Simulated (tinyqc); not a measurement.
## Capacitances from a Coulomb diamond

Question. A single-electron transistor has the bias V on its left lead and the right lead at 0 V. Its diamonds repeat every q/Cg in gate voltage, close at |V| = q/Cs with Cs = CL + CR + Cg, and have edges of slope dV/dVg = -Cg/CL and Cg/(Cs - CL). Find Cg, Cs, CL and CR.

Constants: q = 1.602176634e-19 C. Results are converted to the units shown.

gate period = 8.9009813 mV
bias at the tip of the diamond = 0.44753537 mV
slope dV/dVg of the rising edge = 0.11392405

Answer. The period gives Cg, the tip Cs, and the rising edge Cs - CL = CR + Cg.

Cg = 18.00 aF
Cs = 358.0 aF
CL = 200.0 aF
CR = 140.0 aF

Program tinyqc, `OMP_NUM_THREADS=1 python tinyqc.py 2780019 2780020 out.jsonl`; Intel Xeon 2.30GHz, shared host, one thread, about 0.01 s.
